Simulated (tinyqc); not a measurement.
Worked calculation: bound state in one dimension: Numerov shooting, finite differences, DVR. Computed by tinyqc, a small Python program that keeps every step. Settings: points = 48. Command: `OMP_NUM_THREADS=1 python tinyqc.py 20216 20217 out.jsonl` (the two numbers bound the seeds that draw the settings). One thread of a shared host (Intel(R) Xeon(R) Processor @ 2.60GHz), about 0.01 s of CPU time with the checks.

## Numerov steps at E = 0.1

One particle of mass 1 in V = 5.46 (1 - exp(-0.7 x))^2 (atomic units), psi = 0 at both ends:

| parameter | value |
|---|---|
| left end | -1.600000 |
| right end | 7 |
| intervals | 48 |
| h | 0.179167 |
| state sought (nodes) | 2 |

k_i = 2 m (E - V_i); (1 + h^2 k_(i+1)/12) y_(i+1) = 2 (1 - 5 h^2 k_i/12) y_i - (1 + h^2 k_(i-1)/12) y_(i-1), from y_0 = 0, y_1 = 0.001.

Points along the way:

| i | x | V | k | y |
|---|---|---|---|---|
| 0 | -1.600000 | 23.279381 | -46.358762 | 0.000000 |
| 1 | -1.420833 | 15.846257 | -31.492513 | 0.001000 |
| 2 | -1.241667 | 10.472338 | -20.744676 | 0.003009 |
| 3 | -1.062500 | 6.652445 | -13.104891 | 0.007019 |
| 4 | -0.883333 | 3.999172 | -7.798344 | 0.013948 |
| 5 | -0.704167 | 2.216084 | -4.232167 | 0.024307 |
| 16 | 1.266667 | 1.887590 | -3.575179 | 0.302466 |
| 17 | 1.445833 | 2.212293 | -4.224587 | 0.404380 |
| 18 | 1.625000 | 2.520105 | -4.840211 | 0.562165 |
| 19 | 1.804167 | 2.808274 | -5.416547 | 0.809031 |
| 20 | 1.983333 | 3.075422 | -5.950844 | 1.199495 |
| 21 | 2.162500 | 3.321156 | -6.442312 | 1.824062 |

## Bisection on the node count

With more sign changes than the state has nodes (the last point included) the energy is too high, else too low; the bracket starts as 0.1 to 10.

Trials:

| trial | E | sign changes | y at the right end | next |
|---|---|---|---|---|
| 1 | 5.05000000 | 3 | -2.48e-02 | lower |
| 2 | 2.57500000 | 1 | -5.94e+02 | raise |
| 3 | 3.81250000 | 2 | 1.13e+01 | raise |
| 4 | 4.43125000 | 3 | -5.96e-01 | lower |
| 5 | 4.12187500 | 2 | 1.39e+00 | raise |
| 6 | 4.27656250 | 3 | -1.48e-01 | lower |
| 7 | 4.19921875 | 2 | 4.36e-01 | raise |
| 8 | 4.23789063 | 2 | 1.05e-01 | raise |
| 9 | 4.25722656 | 3 | -3.08e-02 | lower |
| 10 | 4.24755859 | 2 | 3.46e-02 | raise |
| 11 | 4.25239258 | 2 | 1.29e-03 | raise |
| 12 | 4.25480957 | 3 | -1.49e-02 | lower |
| 13 | 4.25360107 | 3 | -6.85e-03 | lower |
| 14 | 4.25299683 | 3 | -2.79e-03 | lower |
| ... | ... | ... | ... | ... |
| 28 | 4.25258299 | 2 | 1.87e-07 | raise |
| 29 | 4.25258301 | 2 | 6.24e-08 | raise |
| 30 | 4.25258302 | 2 | 1.61e-10 | raise |

eigenvalue = 4.25258302 hartree

## The same grid by other methods

Three-point finite differences and the sine-DVR kinetic matrix of Colbert and Miller on the same points.

Lowest levels (hartree):

| state | finite differences | DVR |
|---|---|---|
| 0 | 1.090949 | 1.095557 |
| 1 | 2.904388 | 2.919257 |
| 2 | 4.230924 | 4.252886 |
| 3 | 5.083930 | 5.103397 |
| 4 | 5.642705 | 5.665965 |
